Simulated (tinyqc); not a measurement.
Bias dependence of the times: oxide trap near a transistor channel: two-state multiphonon kinetics, telegraph noise and bias instability. Computed by tinyqc, a small Python program. Command: `OMP_NUM_THREADS=1 python tinyqc.py 3023208 3023209 out.jsonl oxidetrap walk`. One thread of a shared host (Intel(R) Xeon(R) Processor @ 2.30GHz), about 0.01 s of CPU time with the checks.

An n-channel device under positive gate bias. The trap is empty (state 1) or holds an electron (state 2); both states are parabolas of equal curvature, and the electron reservoir is taken at the Fermi level of the channel.

Inputs (values chosen for the exercise, with an insulator like SiO2 on silicon):
```
quantity                                value   unit
trap depth x from the interface           1.3     nm
tunnel barrier phi_b                     3.19     eV
tunnelling mass m_ox                     0.42    m_0
trap level above E_F at zero field E_t   0.27     eV
relaxation energy E_R                     1.4     eV
oxide field F                             2.6  MV/cm
attempt rate k_0 at the interface       2e+11    1/s
temperature T                             200      K
```

Parts treated: one trap.

Constants: hbar^2/(2 m_0) = 3.80998212 eV angstrom^2; k_B = 8.617333262e-05 eV/K.

Method. kappa = sqrt(2 m_ox phi_b)/hbar = sqrt(m_ox phi_b/(hbar^2/2m_0)); attenuation length lambda = 1/(2 kappa); factor exp(-x/lambda) for a rectangular barrier. E_21 = E_t - e F x is the energy of state 2 over state 1; barriers E_c = (E_R + E_21)^2/(4 E_R), E_e = E_c - E_21; tau_c = exp(E_c/k_B T)/(k_0 P), tau_e = exp(E_e/k_B T)/(k_0 P), P the tunnelling factor; occupation f_2 = tau_e/(tau_c + tau_e); 1/tau_0 = 1/tau_c + 1/tau_e.

tunnelling factor = 2.01367e-07

Against field:
```
F (MV/cm)    E_21 (eV)   tau_c (s)   tau_e (s)         f_2
0.00        2.7000e-01  8.7999e+07  1.3829e+01  1.5714e-07
0.78        1.6860e-01  2.9293e+06  1.6529e+02  5.6421e-05
1.56        6.7200e-02  1.2067e+05  2.4447e+03  1.9857e-02
2.08       -4.0000e-04  1.6201e+04  1.6582e+04  5.0580e-01
2.60       -6.8000e-02  2.3913e+03  1.2364e+05  9.8103e-01
3.12       -1.3560e-01  3.8801e+02  1.0135e+06  9.9962e-01
3.90       -2.3700e-01  3.0288e+01  2.8406e+07  1.0000e+00
```

What follows from these numbers?

ln(tau_c/tau_e) falls by e x/k_B T = 7.543 per MV/cm, which measures the depth x if the change of surface potential with bias is left aside. Over these rows tau_c shortens by 6.46 decades and tau_e lengthens by 6.31; the two share the shift almost equally, as the first and last E_21 average to little against E_R. The times cross at F = E_t/(e x) = 2.08 MV/cm.

Extremes, crossings and ranges named in words are read from the listed rows.
